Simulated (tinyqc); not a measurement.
Power transistor in saturation, electro-thermal loop: one step of the calculation.

One temperature T for the device, T = T0 + Rth P(T), with P(T) = V I0 (T/300 K)^(-al) [1 + kv (T - 300 K)/Vov]^2. The loop gain is Rth dP/dT; a solution is thermally stable when it is below one.

Question. Loop gain and effective thermal resistance. P(T) = V I0 (T/300 K)^(-al) [1 + kv (T - 300 K)/Vov]^2; P'(T) = P [-al/T + 2 kv/(Vov + kv (T - 300 K))]; G = Rth P'. A small change of T0 changes T by 1/(1 - G) times as much.

Values chosen for this exercise:
- V = 28 V (drain voltage)
- I0 = 1.8 A (saturation current at 300 K)
- al = 1.3 (exponent of the mobility)
- Vov = 1.4 V (overdrive at 300 K)
- kv = 3.7 mV/K (fall of the threshold with temperature)
- Rth = 1.1 K/W (thermal resistance)

converged T = 379.82551 K

Find: P; G; dT/dT0.

Answer.

P = 54.39 W
G = 0.05637
dT/dT0 = 1.060

The feedback is positive: heating raises the power.

Computed by the program tinyqc: `OMP_NUM_THREADS=1 python tinyqc.py 2520005 2520006 out.jsonl`, one thread of a shared Intel Xeon 2.30GHz, about 0.01 s for the whole run.
